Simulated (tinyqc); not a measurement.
A square-lattice strip 3 sites wide, recursive Green functions: effect of the strength of the potential.

The device has N = 3 slices of 3 site(s), nearest-neighbour hopping -t, and site energies U; the leads are semi-infinite continuations with site energy 0. V = <i+1|H|i> = -t 1.

Transverse modes n = 1..3: chi_n(j) = sqrt(2/4) sin(pi n j/4), energy e_n = -2 t cos(pi n/4). Sigma = t^2 sum_n chi_n chi_n^T g(E - e_n), g(x) = (x - i sqrt(4 t^2 - x^2))/(2 t^2) for |x| < 2 t and (x - sign(x) sqrt(x^2 - 4 t^2))/(2 t^2) otherwise; Gamma = i (Sigma - Sigma^dagger); both leads give the same. Forward pass: g_1 = (E - H_1 - Sigma)^(-1), g_i = (E - H_i - V g_(i-1) V^dagger)^(-1), with Sigma also subtracted on the last slice; G_(i,1) = g_i V G_(i-1,1), starting from g_1. H_i is the block of slice i: its site energies on the diagonal and -t between neighbouring rows. T(E) = Tr[Gamma G_(N,1) Gamma G_(N,1)^dagger]. All U are multiplied by the factor sc.

Inputs (values chosen for the exercise): hopping (matrix element -t) t = 1.8 eV; site energies, slice by slice (3 a slice) U = [0.18, 0.08, 0.21, -0.27, 0.28, 0.34, -0.26, 0.14, 0.15] eV; energy E = 0.57 eV.

Result of one run:
```
T(E),"reflection, modes - T(E)"
3.0000,0
```

Which scale factor of the potential sc gave this result: 0, 1.12, 2.25 or 3?

sc = 0.

The whole series:
```
sc,T(E),"reflection, modes - T(E)"
0,3.0000,0
0.38,2.9942,0.0058490
0.75,2.9784,0.021602
1.12,2.9542,0.045792
1.5,2.9217,0.078315
1.88,2.8820,0.11796
2.25,2.8369,0.16313
2.62,2.7852,0.21477
3,2.7254,0.27462
```

T(E) falls from 3.00 to 2.73. At sc = 0 the device equals the leads and transmits all 3 open mode(s). Between the first two non-zero rows the reflection goes as sc^(1.92); weak scattering gives sc^2.

tinyqc, about 0.01 s, one thread, Intel Xeon 2.30GHz (shared host): `OMP_NUM_THREADS=1 python tinyqc.py 2660028 2660029 out.jsonl`
